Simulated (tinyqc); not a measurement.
# Worked calculation: MOS capacitor on a p-type substrate, surface potential from the exact charge relation

tinyqc, about 0.01 s, one thread, Intel Xeon 2.30GHz (shared host): `OMP_NUM_THREADS=1 python tinyqc.py 2060005 2060006 out.jsonl` Printed values are rounded.

Uniform p-type substrate, Boltzmann statistics, full ionisation, classical densities. psi is the surface potential against the body (positive when the bands bend down) and u = psi/Vt. Traps are spread evenly over the gap and neutral at flat band, so their charge is -q Dit psi; the minority quasi-Fermi level is shifted by Vb.

Parameters, values chosen for the exercise; band and dielectric values close to those of 4H silicon carbide:
```
symbol    value         unit                                                                 meaning
T           300            K                                                             temperature
Eg         3.22           eV                                                                band gap
eps_r      9.83                                                                relative permittivity
Nc      1.68e19        cm^-3                                  conduction-band density of states at T
Nv      2.53e19        cm^-3                                     valence-band density of states at T
chi        3.62           eV                                                       electron affinity
N        3.4e16        cm^-3                                       acceptor density of the substrate
eox        25.4               relative permittivity of the gate insulator (close to zirconium oxide)
tox          36           nm                                                     insulator thickness
phiM       4.45           eV                                                      gate work function
Nf            0        cm^-2                            fixed charge at the interface, in units of q
Dit      4.7e10  cm^-2 eV^-1                                              density of interface traps
Vb            0            V                    reverse bias of the inversion layer against the body
Vg          1.3            V                                           gate voltage against the body
```

Constants: q = 1.602176634e-19 C, kB = 1.380649e-23 J/K, Vt = kB T/q, eps0 = 8.8541878128e-14 F/cm where lengths are in cm. Results are converted to the units shown.

Range of the model: At this gate voltage the surface density exceeds 0.3 of the band density of states, so degeneracy and confinement would lower the charge and capacitance.

## Flat band, threshold and scales

ni = sqrt(Nc Nv) exp(-Eg/(2 Vt)), Eg in volts; phiF = Vt ln(N/ni); Cox = eps0 eox/tox; Vfb = phiM - chi - (Eg - Vt ln(Nv/N)) - q Nf/Cox; Q0 = sqrt(2 eps0 eps_r q N Vt); r = (ni/N)^2 exp(-Vb/Vt); VT = Vfb + [(2 phiF + Vb)(1 + q Dit/Cox) + sqrt(2 eps0 eps_r q N (2 phiF + Vb))/Cox].

ni = 1.850995e-8 cm^-3
phiF = 1.444354 V
Cox = 0.6247121 uF/cm^2
Vfb = -2.219061 V
Q0 = 15.65697 nC/cm^2
r = 2.963827e-49
VT = 0.9693970 V

## Starting value

psi = Vg - Vfb (all of the voltage in the semiconductor).

psi at the start = 3.519061 V

## Iteration 1: Newton step for the surface potential

u = psi/Vt; F^2 = exp(-u) + u - 1 + r (exp(u) - u - 1); Qs = -sign(u) Q0 F; Cs = -dQs/dpsi = (Q0/Vt) |1 - exp(-u) + r (exp(u) - 1)|/(2 F). f = Vfb + psi + (q Dit psi - Qs)/Cox - Vg, f' = 1 + (Cs + q Dit)/Cox, psi(new) = psi - f/f'.

u = 136.1234
F = 1.971249e5
Qs = -3.086379e6 nC/cm^2
Cs = 59693.24 uF/cm^2
f = 4940.525 V
f' = 95554.20
psi after iteration 1 = 3.467358 V

This iterate lies far beyond the solution, so its charge is not a physical one.

## Iteration 2: Newton step for the surface potential

As before.

u = 134.1234
F = 72518.33
Qs = -1.135418e6 nC/cm^2
Cs = 21959.96 uF/cm^2
f = 1817.496 V
f' = 35153.14
psi after iteration 2 = 3.415655 V

This iterate lies far beyond the solution, so its charge is not a physical one.

## Course of the Newton iteration

Stop when the step is below 1e-10 V, or after 60 iterations.

Course of the iteration:

| iteration | psi before the step (V) | f (V) | step (V) |
|---|---|---|---|
| 1 | 3.519061 | 4940 | -0.0517 |
| 2 | 3.467358 | 1820 | -0.0517 |
| 3 | 3.415655 | 669 | -0.0517 |
| 4 | 3.363960 | 246 | -0.0517 |
| 5 | 3.312291 | 90.4 | -0.0516 |
| 6 | 3.260712 | 33.2 | -0.0513 |
| 7 | 3.209424 | 12.1 | -0.0504 |
| 8 | 3.159038 | 4.36 | -0.0478 |
| 9 | 3.111258 | 1.50 | -0.0412 |
| 10 | 3.070043 | 0.467 | -0.0285 |
| 11 | 3.041565 | 0.112 | -0.0122 |
| 12 | 3.029349 | 0.0135 | -1.91e-3 |
| 13 | 3.027437 | 2.78e-4 | -4.12e-5 |
| 14 | 3.027396 | 1.26e-7 | -1.87e-8 |
| 15 | 3.027396 | < 1e-9 | < 1e-14 |

Converged in 15 iterations. In 7 iterations the step is within 3 % of 2 Vt = 51.7 mV: there Qs grows as exp(|u|/2), and a Newton step on such an exponential moves psi by 2 Vt whatever the distance left.

## Charges, field and capacitances at the solution

converged psi = 3.027396 V

u = psi/Vt; F^2 = exp(-u) + u - 1 + r (exp(u) - u - 1); Qs = -sign(u) Q0 F; Cs = -dQs/dpsi = (Q0/Vt) |1 - exp(-u) + r (exp(u) - 1)|/(2 F). Low frequency: 1/C_LF = 1/Cox + 1/(Cs + q Dit). High frequency, in the simple estimate in which traps and minority carriers do not follow: 1/C_HF = 1/Cox + 1/Cd, Cd being Cs with r = 0 at the same psi. Minority sheet density N_inv = (Q0/(2 q)) int_0^u r (exp(t) - 1)/F(t) dt for u > 0. Oxide field |Qs - q Dit psi + q Nf|/(eps0 eox).

Qs = -284.3524 nC/cm^2
N_inv = 7.245123e11 cm^-2
oxide field = 0.1365737 MV/cm
Cs = 3.580383 uF/cm^2
C_LF/Cox = 0.8517048
C_HF/Cox = 0.04304948

The surface is in strong inversion (borders at |psi| = 0, phiF + Vb and 2 phiF + Vb = 2.89 V). Minority carriers make up 40.8 % of Qs.
